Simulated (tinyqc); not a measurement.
Read current of a NAND string, cells in series solved by shooting: effect of the pass voltage.

Cells in series, numbered from 0 at the source line (0 V) to the bit line, each followed by a gap resistance Rg. A cell with gate Vg, threshold VT, source Vs and drain Vd passes I = 2 nf K Vt^2 [F(Vs) - F(Vd)]/(1 + th max(Vg - VT, 0)), F(V) = ln^2(1 + exp((Vg - VT - nf V)/(2 nf Vt))). The selected cell has Vg = Vr, the others Vg = Vp.

For a trial current I start at 0 V and, cell by cell, solve for the drain: sqrt(F(Vd)) = sqrt(F(Vs) - I/k), k = 2 nf K Vt^2/(1 + th max(Vg - VT, 0)), Vd = [Vg - VT - 2 nf Vt ln(exp(sqrt F) - 1)]/nf, then add I Rg. The string current is the I for which the last node reaches Vbl. The apparent threshold is the Vr at which I = Is. Background: all other cells erased (VT = Ve) or all in the highest state (VT = Vh); ratio and shift are high over erased and high minus erased. The string has 64 cells and the selected one is cell 32.

Inputs (values chosen for the exercise); values of the order met in vertical NAND strings:
- T = 300 K (temperature)
- K = 7.4 uA/V^2 (gain factor of a cell)
- nf = 1.8 (slope factor)
- th = 0.06 1/V (mobility reduction factor)
- Rg = 1.3 kohm (resistance of the gap between cells)
- Vbl = 0.3 V (bit-line voltage)
- Ve = -0.8 V (threshold of an erased cell)
- Vh = 4 V (threshold of the highest state)
- Vx = 1.8 V (threshold of the selected cell)
- Is = 50 nA (sensing current)
- Vr = 3.36 V (read voltage on the selected word line)

Constants: q = 1.602176634e-19 C, kB = 1.380649e-23 J/K, Vt = kB T/q. Results are converted to the units shown.

Effect of the pass voltage:
```
Vp (V),"I, others erased (uA)","I, others high (uA)",ratio,"apparent VT, erased (V)","apparent VT, high (V)",background shift (mV)
6.1,0.1490,0.05519,0.3704,2.022,2.272,250.2
6.6,0.1561,0.06785,0.4347,2.018,2.138,119.5
7.1,0.1628,0.07967,0.4893,2.015,2.100,85.30
7.6,0.1692,0.09074,0.5361,2.012,2.078,66.60
8.1,0.1753,0.1011,0.5767,2.009,2.063,54.19
```

What does the table show?

As Vp goes from 6.1 to 8.1 V, the current with erased neighbours rises from 0.149 to 0.175 uA, that with high neighbours rises from 0.0552 to 0.101 uA and the ratio rises from 0.370 to 0.577. The background shift falls from 250 to 54.2 mV. A higher pass voltage also disturbs erased cells more, which this model leaves out.

Program tinyqc, `OMP_NUM_THREADS=1 python tinyqc.py 2142017 2142018 out.jsonl`; Intel Xeon 2.30GHz, shared host, one thread, about 0.4 s.
